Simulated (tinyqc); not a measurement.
# Fully depleted semiconductor-on-insulator film with two gates, non-linear Poisson equation by Newton steps: threshold and coupling against the back-gate voltage

One dimension across the film, front interface at x = 0, back interface at x = ts. psi is counted from the intrinsic level, n = ni exp(psi/Vt) (source grounded), holes neglected, acceptors ionised. Gates act through Cox = eps0 eox/tox and Cbox = 3.9 eps0/tb with potentials G1 = Vg - (phiM - chi - Vt ln(Nc/ni)) and G2 = Vb - (phiB - chi - Vt ln(Nc/ni)). Classical Boltzmann densities, no interface charge, no depletion in the back plane.

ni = sqrt(Nc Nv) exp(-Eg/(2 Vt)), Eg in volts. The Poisson equation eps0 eps_r d2psi/dx2 = q (n + Na), with -eps0 eps_r dpsi/dx = Cox (G1 - psi) at x = 0 and eps0 eps_r dpsi/dx = Cbox (G2 - psi) at x = ts, is solved on 300 equal intervals with half boxes at both ends; N_inv is the trapezoid sum of n. VT is the Vg for N_inv = 1e11 cm^-2; -dVT/dVb from the linearised equation. Limits with Cs = eps0 eps_r/ts: front channel Cs Cbox/(Cox (Cs + Cbox)), back channel Cbox (Cox + Cs)/(Cox Cs). Swing at N_inv = 1e8 cm^-2.

Inputs (values chosen for the exercise); band and dielectric values close to those of silicon: temperature T = 300 K; band gap Eg = 1.14 eV; relative permittivity eps_r = 11.7; conduction-band density of states at T Nc = 2.85e19 cm^-3; valence-band density of states at T Nv = 2.7e19 cm^-3; electron affinity chi = 4.02 eV; relative permittivity of the gate insulator (close to silicon dioxide) eox = 3.9; insulator thickness tox = 4.3 nm; film thickness ts = 5.8 nm; buried-oxide thickness (eps_r 3.9) tb = 36 nm; acceptor density of the film Na = 1e15 cm^-3; work function of the front gate phiM = 4.15 eV; work function of the back plane phiB = 4.52 eV.

Constants: q = 1.602176634e-19 C, kB = 1.380649e-23 J/K, Vt = kB T/q, eps0 = 8.8541878128e-14 F/cm where lengths are in cm. Results are converted to the units shown.

The same in every row: front-channel limit = 0.113; back-channel limit = 0.173.

Threshold and coupling against the back-gate voltage:
```
Vb (V)   VT (V)  centroid/ts at VT  -dVT/dVb  swing (mV/decade)
-3        0.455              0.145     0.122               66.8
-2.25     0.363              0.182     0.124               67.0
-1.5      0.270              0.238     0.127               67.2
-0.75     0.173              0.319     0.131               67.5
0        0.0720              0.426     0.138               67.9
0.75    -0.0339              0.549     0.145               68.4
1.5      -0.145              0.662     0.152               68.8
2.25     -0.261              0.750     0.157               69.1
3        -0.380              0.811     0.161               69.3
```

As Vb goes from -3 to 3, VT falls from 0.455 to -0.380 V, the centroid rises from 0.145 to 0.811 of ts and -dVT/dVb rises from 0.122 to 0.161. The coupling covers 13.8 % of the way from the front-channel to the back-channel limit in the first row and 79.6 % in the last. A positive back bias draws the electrons to the back interface, where the back gate has more leverage and the front gate less, so the swing worsens.

Range of the model: In so thin a film or at such density quantum confinement moves the charge away from the interfaces and raises the threshold.

tinyqc, about 0.5 s, one thread, Intel Xeon 2.30GHz (shared host): `OMP_NUM_THREADS=1 python tinyqc.py 2190129 2190130 out.jsonl`
